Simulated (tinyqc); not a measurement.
Free and trapped electrons in a MOS channel with a dense trap tail: two steps of the calculation.

p-type body, charge-sheet picture, full ionisation (an idealisation for deep acceptors), Boltzmann statistics for free electrons. e = Ec - EF at the surface. Acceptor-like traps of density D(E) = D0 + De exp(-E/Ew) at depth E below Ec, from 0 to Eu, hold n_t = integral of D(E)/(1 + exp((e - E)/Vt)). psi = Eg - Vt ln(Nv/Na) - e; N_dep = sqrt(2 eps0 eps_r Na (psi - Vt)/q); n_f = sqrt(N_dep^2 + 2 eps0 eps_r Vt Nc exp(-e/Vt)/q) - N_dep; Vg = Vfb + psi + q (N_dep + n_t + n_f)/Cox, Cox = eps0 eox/tox.

Parameters, values chosen for the exercise; band and dielectric values close to those of silicon: temperature T = 300 K; band gap Eg = 1.12 eV; relative permittivity eps_r = 11.9; conduction-band density of states at T Nc = 2.83e19 cm^-3; valence-band density of states at T Nv = 2.65e19 cm^-3; relative permittivity of the insulator eox = 3.9; insulator thickness tox = 31 nm; acceptor density Na = 1.6e16 cm^-3; flat-band voltage without trapped charge Vfb = -0.72 V; constant background density of acceptor-like traps D0 = 1.1e10 cm^-2 eV^-1; density of the tail at the conduction edge De = 1.6e13 cm^-2 eV^-1; decay energy of the tail Ew = 0.14 eV; depth below Ec down to which the traps reach Eu = 0.76 eV; mobility of free electrons mf = 150 cm^2/(V s); Ec - EF at the surface e = 0.179 eV.

Constants: q = 1.602176634e-19 C, kB = 1.380649e-23 J/K, Vt = kB T/q, eps0 = 8.8541878128e-14 F/cm where lengths are in cm. Results are converted to the units shown.

Task 1. Trapped charge. Trapezoid rule on 15 equal steps from 0 to Eu, f = 1/(1 + exp((e - E)/Vt)).

Find: E; D(E) f; n_t.

Result 1.

```
point    E (eV)  D(E) f (cm^-2 eV^-1)
0             0             1.5737e10
1      0.050667             7.7348e10
2       0.10133             3.6697e11
3       0.15200             1.4092e12
4       0.20267             2.6944e12
5       0.25333             2.4903e12
6       0.30400             1.8208e12
7       0.35467             1.2799e12
8       0.40533             8.9543e11
9       0.45600             6.2696e11
10      0.50667             4.3993e11
11      0.55733             3.0969e11
12      0.60800             2.1899e11
13      0.65867             1.5583e11
14      0.70933             1.1185e11
15      0.76000             8.1230e10
```

n_t = 6.5593e11 cm^-2

Task 2. Charges and gate voltage. psi, N_dep, n_f and Vg as defined, with the n_t given; free share n_f/(n_f + n_t); apparent mobility mf n_f/(n_f + n_t); gate voltage spent on traps q n_t/Cox.

n_t = 6.5592895e11 cm^-2

Wanted: psi; N_dep; n_f; Vg; free share; apparent mobility; gate voltage spent on traps.

Result 2.

psi = 0.74938 V
N_dep = 3.9021e11 cm^-2
n_f = 1.1948e10 cm^-2
Vg = 1.5513 V
free share = 1.7890 %
apparent mobility = 2.6835 cm^2/(V s)
gate voltage spent on traps = 0.94344 V

tinyqc, about 0.02 s, one thread, Intel Xeon 2.30GHz (shared host): `OMP_NUM_THREADS=1 python tinyqc.py 2222059 2222060 out.jsonl`
